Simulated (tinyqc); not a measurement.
Valley-orbit splitting of a donor ground state, with strain: one step, computed by the program tinyqc.

The basis is the 1s envelope in each valley; energies are counted from the unstrained conduction-band edge. The strain is e_s (a a^T - 1/3) for the unit stress axis a, so valley j along n_j moves by Xi_u e_s w_j with w_j = (n_j.a)^2 - 1/3: +2/3 for [111], -2/9 for the others.

Problem. Populations and ionisation. H_jj = -(E_0 + Lambda) + Xi_u e_s w_j; H_jk = -Delta_1 between any two valleys. z = sum over levels of exp(-(E - E_ground)/k_B T), the ground-state share being 1/z; N_c = 2 (2 pi m_e k_B T/h^2)^(3/2) sum_j exp(-(shift_j - lowest shift)/k_B T); n1 = N_c/(2 z) exp(-binding/k_B T), binding = lowest shift - E_ground; without compensation n = 2 N_D/(1 + sqrt(1 + 4 N_D/n1)) (Boltzmann statistics; p and higher states left out).

Inputs (values chosen for the exercise, modelled on donors in germanium): single-valley binding energy E_0 = 10.2 meV; central-cell shift Lambda = 0.48 meV; coupling Delta_1 = 0.082 meV; shear deformation potential Xi_u = 16.5 eV; shear strain e_s = 0.00027; temperature T = 200 K; donor density N_D = 3.2e+15 cm^-3; density-of-states mass of one valley m_e = 0.219 m_0.

Valleys: four along <111>. Stress axis: [111].

Constants: k_B = 8.617333262e-05 eV/K; m_0 = 9.1093837015e-31 kg; k_B = 1.380649e-23 J/K; h = 6.62607015e-34 J s.

Give: partition sum z; share of neutral donors in the ground state; N_c; n1; free electrons n.

Solution.

partition sum z = 3.758

share of neutral donors in the ground state = 0.2661

N_c = 5.312e+18 cm^-3

n1 = 3.766e+17 cm^-3

free electrons n = 3.173e+15 cm^-3

Caution: k_B T exceeds a third of E_0, so the p and higher states, left out, hold part of the bound electrons.
